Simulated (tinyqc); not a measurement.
Landau-Devonshire theory of a uniaxial ferroelectric: one step, computed by the program tinyqc.

G(P) = (alpha/2) P^2 + (beta*/4) P^4 + (gamma/6) P^6 - E P per volume, SI units, one domain, P along the polar axis, which is normal to the film.

Question. Spontaneous polarisation, susceptibility, coercive field. Ps^2 = [-beta* + sqrt(beta*^2 - 4 alpha gamma)]/(2 gamma). chi = 1/(eps_0 G''), G'' = alpha + 3 beta* P^2 + 5 gamma P^4 at Ps. Ps, chi and the coercive field are for perfect screening, without a depolarising field. The intrinsic coercive field is |alpha P + beta* P^3 + gamma P^5| at the P_c where G'' = 0. 1 C/m^2 = 100 microcoulomb/cm^2.

Inputs (values chosen for the exercise, modelled on lead titanate): Curie-Weiss temperature T0 = 752 K; gamma = 1.6e+09 J m^9/C^6; temperature T = 361 K.

Sample: epitaxial film.

alpha = -4.980450e+08 J m/C^2

beta* = 2.026364e+08 J m^5/C^4

Constants: eps_0 = 8.8541878128e-12 F/m.

Give: spontaneous polarisation Ps; susceptibility chi; well depth G(Ps); P_c; intrinsic coercive field.

Answer.

spontaneous polarisation Ps = 70.58 microcoulomb/cm^2

susceptibility chi = 63.09

well depth G(Ps) = -78.51 MJ/m^3

P_c = 46.30 microcoulomb/cm^2

intrinsic coercive field = 176.4 MV/m

P_c/Ps = 0.656, above the 0.577 of a quartic well, as the sixth-order term matters. Real switching runs by domain nucleation at far lower fields. Caution: far below T0* the expansion with linear alpha(T) is only a fit.
